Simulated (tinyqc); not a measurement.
Hubbard ring of 3 sites, step by step. Computed by tinyqc, a small Python program that keeps every step. Settings: hopping = 1.11, U = 1.5, mixing = 1, iteration cap = 79. Command: `OMP_NUM_THREADS=1 python tinyqc.py 21843 21844 out.jsonl` (the two numbers bound the seeds that draw the settings). One thread of a shared host (Intel(R) Xeon(R) Processor @ 2.60GHz), about 0.2 s of CPU time with the checks. Later iterations appear only in the table of the cycle.

## Mean-field iteration 1

one-body matrix (hopping and site energies) (eV), lower triangle:
```
           1          2         3
1   0.000000
2  -1.110000   0.000000
3  -1.110000  -1.110000  0.000000
```

U = 1.500000 eV

electrons, up and down: 2  1

mixing = 1

n(up) at the start (a guess, not normalised): 1 0.967000, 2 0.367000, 3 0.967000

n(down) at the start (a guess): 1 0.033000, 2 0.633000, 3 0.033000

H(up) = T + U n(down), H(down) = T + U n(up); fill the lowest levels; n(new) = n + mixing (n(out) - n); E = tr T (rho up + rho down) + U sum n_up n_down of the output.

levels, up (eV): -1.919427  1.159500  1.808427

levels, down (eV): -1.127785  2.018785  2.560500

energy = -2.355454 eV

n(up) after iteration 1: 1 0.884796, 2 0.230408, 3 0.884796

n(down) after iteration 1: 1 0.266685, 2 0.466630, 3 0.266685

## Mean-field iteration 2

As before.

levels, up (eV): -1.725818  1.510027  1.715791

levels, down (eV): -1.289687  1.852493  2.437194

energy = -2.372751 eV

n(up) after iteration 2: 1 0.852417, 2 0.295166, 3 0.852417

n(down) after iteration 2: 1 0.260217, 2 0.479565, 3 0.260217

## Mean-field iteration 3

As before.

levels, up (eV): -1.726980  1.500326  1.726654

levels, down (eV): -1.270062  1.881436  2.388626

energy = -2.374302 eV

n(up) after iteration 3: 1 0.854167, 2 0.291665, 3 0.854167

n(down) after iteration 3: 1 0.271745, 2 0.456509, 3 0.271745

## Convergence

Each step fills the lowest levels of T + U n(other spin) and sets n(new) = n + mixing (n(out) - n); stop when output and input agree to 1e-8.

Course of the cycle:
```
iteration       E (eV)  largest |n(out) - n(in)|  mean |n_up - n_down|
1          -2.35545389                  2.34e-01              0.490815
2          -2.37275069                  6.48e-02              0.456266
3          -2.37430233                  2.31e-02              0.443229
4          -2.37445172                  6.26e-03              0.439880
5          -2.37446615                  2.22e-03              0.438627
6          -2.37446755                  6.09e-04              0.438301
7          -2.37446768                  2.16e-04              0.438179
8          -2.37446770                  5.91e-05              0.438148
9          -2.37446770                  2.09e-05              0.438136
10         -2.37446770                  5.75e-06              0.438133
11         -2.37446770                  2.04e-06              0.438132
12         -2.37446770                  5.59e-07              0.438131
13         -2.37446770                  1.98e-07              0.438131
14         -2.37446770                  5.43e-08              0.438131
15         -2.37446770                  1.92e-08              0.438131
16         -2.37446770                  5.27e-09              0.438131
```

local moments n_up - n_down: 1 0.578598, 2 -0.157197, 3 0.578598

Converged in 16 iterations. Before convergence this energy mixes input and output and is not variational, so it may rise towards its limit.

## The many-body Hamiltonian

Basis: all placements (u, d, 2, 0 on each site), up operators ordered before down ones; hops carry the sign of the same-spin electrons passed.

H (eV), lower triangle:
```
           2u0        u20        uud        20u        udu        u02        duu        02u
2u0   1.500000
u20  -1.110000   1.500000
uud  -1.110000  -1.110000   0.000000
20u  -1.110000   0.000000   0.000000   1.500000
udu   0.000000  -1.110000   0.000000  -1.110000   0.000000
u02   0.000000   0.000000  -1.110000  -1.110000  -1.110000   1.500000
duu   1.110000   0.000000   0.000000  -1.110000   0.000000   0.000000   0.000000
02u   0.000000   1.110000   0.000000   0.000000  -1.110000   0.000000  -1.110000   1.500000
0u2   0.000000   0.000000   1.110000   0.000000   0.000000  -1.110000  -1.110000  -1.110000

          0u2
0u2  1.500000
```

## Exact diagonalisation (9 states)

Lowest levels of the sector, and the double occupancy of the lowest state.

lowest levels (eV): -2.451280  -2.451280  0.000000  1.021118  1.021118  1.500000

double occupancy per site = 0.167102

The mean-field solution above lies 0.0768 eV above the exact energy.

## The lowest level by Lanczos steps

From a random start vector (not printed): a_j = <q_j|H|q_j>, b_j = norm of the remainder after orthogonalising; the Ritz value is the lowest eigenvalue of the tridiagonal matrix of a and b so far.

Lanczos:
```
j   a_j (eV)  b_j (eV)  lowest Ritz value (eV)
1  -1.571639  1.734633             -1.57163852
2   1.661545  1.844808             -2.32619006
3   2.722897  0.880369             -2.44445971
4   0.614925  0.436073             -2.45115413
5   1.072272         0             -2.45128047
```
